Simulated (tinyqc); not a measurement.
## Tail temperature from the power law

Inverse problem. When tail states hold most of the charge, the linear current goes as I = A (Vg - VT)^g with g = 2 Tt/T - 1. Find g, Tt and the tail width kB Tt.

Values chosen for this exercise: temperature T = 290 K.

Constants: q = 1.602176634e-19 C, kB = 1.380649e-23 J/K, Vt = kB T/q. Results are converted to the units shown.

I at Vg - VT = 3.6 and 5.4 V (nA): 88.484171  232.18884

Solution. g is the slope of ln I against ln(Vg - VT).

g = 2.38
Tt = 490 K
kB Tt = 42.2 meV

Computed by the program tinyqc: `OMP_NUM_THREADS=1 python tinyqc.py 2610012 2610013 out.jsonl`, one thread of a shared Intel Xeon 2.30GHz, about 0.02 s for the whole run.
